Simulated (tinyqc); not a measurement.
Mean barrier and spread from two temperatures.

Problem. For a Gaussian spread of Schottky barriers the apparent height is phi_ap = phi - sg^2/(2 Vt), Vt = kB T/q. Find sg and phi.

Constants: q = 1.602176634e-19 C, kB = 1.380649e-23 J/K. Results are converted to the units shown.

phi_ap(0) at 150 and 350 K (eV): [1.1160653, 1.1983137]

Answer. phi_ap is linear in 1/(2 Vt) with slope -sg^2 and intercept phi.

sg = 0.06100 eV
phi = 1.260 eV

Program tinyqc, `OMP_NUM_THREADS=1 python tinyqc.py 2640154 2640155 out.jsonl`; Intel Xeon 2.30GHz, shared host, one thread, about 0.01 s.
